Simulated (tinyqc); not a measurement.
Electron continuity equation in a given potential, Scharfetter-Gummel discretisation: one step of the calculation.

Steady state in one dimension: J = q mu n E + q D dn/dx with E = -dpsi/dx and D = mu Vt, dJ/dx = q (n/tau - G), fixed densities nL and nR at the ends. The potential is given, psi = U x/L, and is not changed by the electrons.

Problem. Tridiagonal system for the inner nodes. Row i (1 to 9): B(-d_(i-1)) n_(i-1) + b_i n_i + B(d_i) n_(i+1) = f_i with b_i = -B(-d_i) - B(d_(i-1)) - h^2/(D tau) and f_i = -G h^2/D; the known end values are moved to the right: f_1 loses B(-d_0) nL and f_9 loses B(d_9) nR. h = L/10, D = mu Vt.

Inputs (values chosen for the exercise); mobility close to that of germanium at room temperature: temperature T = 300 K; electron mobility mu = 3840 cm^2/(V s); length of the region L = 10 um; density at x = 0 nL = 5.1e13 cm^-3; density at x = L nR = 0 cm^-3; lifetime tau = 1.1e-9 s; uniform generation rate G = 0 cm^-3 s^-1.

Constants: q = 1.602176634e-19 C, kB = 1.380649e-23 J/K, Vt = kB T/q. Results are converted to the units shown.

```
interval,B(d_i),B(-d_i)
0,0.69194121,1.3882123
1,0.69194121,1.3882123
2,0.69194121,1.3882123
3,0.69194121,1.3882123
4,0.69194121,1.3882123
5,0.69194121,1.3882123
6,0.69194121,1.3882123
7,0.69194121,1.3882123
8,0.69194121,1.3882123
9,0.69194121,1.3882123
```

Wanted: diagonal b; right side f.

Solution.

```
node,diagonal b,right side f (cm^-3)
1,-2.1717,-7.0799e13
2,-2.1717,0
3,-2.1717,0
4,-2.1717,0
5,-2.1717,0
6,-2.1717,0
7,-2.1717,0
8,-2.1717,0
9,-2.1717,0
```

tinyqc, about 0.01 s, one thread, Intel Xeon 2.30GHz (shared host): `OMP_NUM_THREADS=1 python tinyqc.py 2220035 2220036 out.jsonl`
